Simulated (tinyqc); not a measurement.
Worked calculation: Froehlich polaron in a polar crystal. Computed by tinyqc, a small Python program that keeps every step. Command: `OMP_NUM_THREADS=1 python tinyqc.py 3013539 3013540 out.jsonl frohlich walk`. One thread of a shared host (Intel(R) Xeon(R) Processor @ 2.30GHz), about 0.05 s of CPU time with the checks. Intermediate numbers are printed to about 6 digits and carried at full precision; extremes and crossings named in words are read from the listed rows.

One electron in a parabolic band of mass m*, coupled to dispersionless LO phonons in the continuum model. Energies are in units of hbar omega unless marked, wave numbers in k_0 = sqrt(2 m* omega/hbar).

Inputs (values chosen for the exercise, modelled on gallium oxide):
```
quantity                          value  unit
band mass m*                      0.298   m_0
LO phonon energy hbar omega        45.3   meV
eps_inf                            3.66     -
static dielectric constant eps_s   10.3     -
temperature T                       100     K
electron wave number k/k_0         0.51     -
trial v                             4.9     -
trial w                             2.9     -
```

Constants: hbar^2/(2 m_0) = 3.80998212 eV angstrom^2; e^2/(4 pi eps_0) = 14.39964548 eV angstrom; k_B = 8.617333262e-05 eV/K; hbar = 6.582119569e-16 eV s; e = 1.602176634e-19 C; m_0 = 9.1093837015e-31 kg.

## Coupling constant and length scale

1/eps* = 1/eps_inf - 1/eps_s; k_0 = sqrt(2 m* omega/hbar) = sqrt(m* hbar omega / (hbar^2/(2 m_0))) with m* in m_0; alpha = (e^2/(4 pi eps_0)) k_0/(2 eps* hbar omega); polaron length 1/k_0.

eps* = 5.67741

k_0 = 0.0595245 1/angstrom

coupling constant alpha = 1.66636

polaron length 1/k_0 = 16.7998 angstrom

Intermediate coupling.

## Second-order perturbation theory

At T = 0 and k < k_0: E(k) = (k/k_0)^2 - alpha arcsin(k/k_0)/(k/k_0); so E(0) = -alpha, 1/m_p = (1 - alpha/6)/m*, and the mean number of phonons in the cloud at k = 0 is alpha/2. The Lee-Low-Pines variational state gives the same E(0) and m_p = m* (1 + alpha/6).

energy shift at k = 0 = -75.4862 meV

E(k) = -1.48855 hbar omega

m*/m_p, second order = 0.722273

m_p/m*, Lee-Low-Pines = 1.27773

phonons in the cloud = 0.833181

## Strong-coupling trial states

Landau-Pekar: the lattice follows the mean electron density. A Gaussian state exp(-b^2 r^2/2) gives E(b) = (3/2) b^2 - alpha b sqrt(2/pi) (b in k_0), minimised at b = alpha sqrt(2/pi)/3 to E = -alpha^2/(3 pi); a state exp(-b r) gives E(b) = b^2 - (5/8) alpha b, minimised at b = 5 alpha/16 to E = -25 alpha^2/256.

best b, Gaussian = 0.443188 k_0

E, Gaussian = -0.294623 hbar omega

best b, exponential = 0.520738 k_0

E, exponential = -0.271168 hbar omega

The Gaussian bound lies below -alpha only for alpha > 3 pi = 9.42; here it lies above, so the self-trapped state is the poorer bound.

## Feynman's energy at a trial point

Feynman's bound: E(v, w) = 3 (v - w)^2/(4 v) - (alpha v/sqrt(pi)) int_0^infinity e^-u D(u)^(-1/2) du, D = w^2 u + ((v^2 - w^2)/v)(1 - e^(-v u)); integrals by 80 Gauss-Legendre points in s from 0 to 1 with u = 40 s^2.

first term = 0.612245 hbar omega

E(v, w) = -1.40192 hbar omega

## Feynman's variational polaron

Minimise over v > w > 0 (simplex search); mass m_p/m* = 1 + (alpha v^3/(3 sqrt(pi))) int u^2 e^-u D^(-3/2) du.

best v = 3.2

best w = 2.78

E, Feynman = -1.70400 hbar omega

polaron energy, Feynman = -77.1910 meV

m_p/m*, Feynman = 1.368

The bound lies 2.3 % below -alpha, and the mass is 1.07 times the Lee-Low-Pines value.

## Mobility at low temperature

Scattering by absorption of an LO phonon: 1/tau = 2 alpha omega n, n = 1/(exp(hbar omega/(k_B T)) - 1); mu = e tau/m*, the weak-coupling result for k_B T well below hbar omega.

phonon occupation n = 0.00523902

lifetime tau = 832.183 fs

mobility = 4911.61 cm^2/(V s)

Caution: this mobility formula holds for weak coupling and k_B T well below hbar omega, and it leaves out all other scattering.

## All approximations against the coupling

Other columns: second order -alpha; Landau-Pekar Gaussian -alpha^2/(3 pi); Lee-Low-Pines mass 1 + alpha/6. The polaron energy in meV uses the given hbar omega.

Energies (hbar omega) and masses (m*):
```
alpha  second order    Gaussian    Feynman  Feynman (meV)  mass, LLP  mass, Feynman     v     w
0.42          -0.42  -0.0187166  -0.422226       -19.1269       1.07          1.075  3.04  2.95
0.83          -0.83  -0.0730946  -0.838891       -38.0018    1.13833          1.158  3.09  2.89
1.7            -1.7   -0.306639   -1.73925       -78.7880    1.28333          1.378   3.2  2.77
2.7            -2.7   -0.773493   -2.80571       -127.099       1.45          1.743  3.36  2.61
3.5            -3.5    -1.29977   -3.68848       -167.088    1.58333          2.186  3.53  2.47
6.5            -6.5    -4.48286   -7.39203       -334.859    2.08333          9.746  5.16  1.73
9.5            -9.5    -9.57582   -12.4613       -564.495    2.58333          84.79  11.1  1.24
13              -13    -17.9315   -20.7907       -941.818    3.16667          412.8  22.2  1.11
```

All three energies are upper bounds (-alpha through the Lee-Low-Pines state), and the Feynman value is the lowest in every row. It lies within 5 % of -alpha up to alpha = 2.7; at alpha = 13 it is 1.16 times the Gaussian value, whose alpha^2 law it approaches with a constant shift of about -3 ln 2 - 3/4 = -2.83 (here -2.86). The mass stays within 10 % of 1 + alpha/6 up to alpha = 1.7 and reaches 413 m* in the last row; w falls from 2.95 towards 1 while v grows to 22.2.

Checks made by the program: second-order shift against the integral -(2 alpha/pi) int dq/(1 + q^2) (relative difference below 1e-10); v = w reduces the bound to -alpha (relative difference 1e-10).
